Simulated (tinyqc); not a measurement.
Inverter chain driving a load.

N inverters, each f = Hc^(1/N) times larger than the one before: delay tau N (f + pp). Switched capacitance in units of the first input, with output capacitance pp times the input: Hc + (1 + pp)(Hc - 1)/(f - 1).

Inputs (values chosen for the exercise):
```
symbol  value  unit                                       meaning
Hc         32        load over the input capacitance of the chain
pp          1                      parasitic delay of an inverter
tau       5.9    ps                                    delay unit
```

Results:
```
N      f  delay (ps)  switched capacitance
1  32.00       194.7                 34.00
2  5.657       78.55                 45.31
3  3.175       73.89                 60.51
5  2.000       88.50                 94.00
6  1.782       98.48                 111.3
7  1.641       109.1                 128.8
```

Estimate the missing row, N = 4.

Computed row:
```
N      f  delay (ps)  switched capacitance
4  2.378       79.73                 76.98
```

With this row back in the table: The delay goes from 195 through a minimum of 73.9 (at N = 3 among the rows listed) to 109 ps. The best stage effort solves pp + rho (1 - ln rho) = 0, rho = 3.59, which gives N = ln Hc/ln rho = 2.71. One stage fewer than the best costs 6.3 % in delay and saves 25 % of the switched capacitance.

Numbers from tinyqc (`OMP_NUM_THREADS=1 python tinyqc.py 2082186 2082187 out.jsonl`; about 0.01 s on one thread of a shared Intel Xeon 2.30GHz).
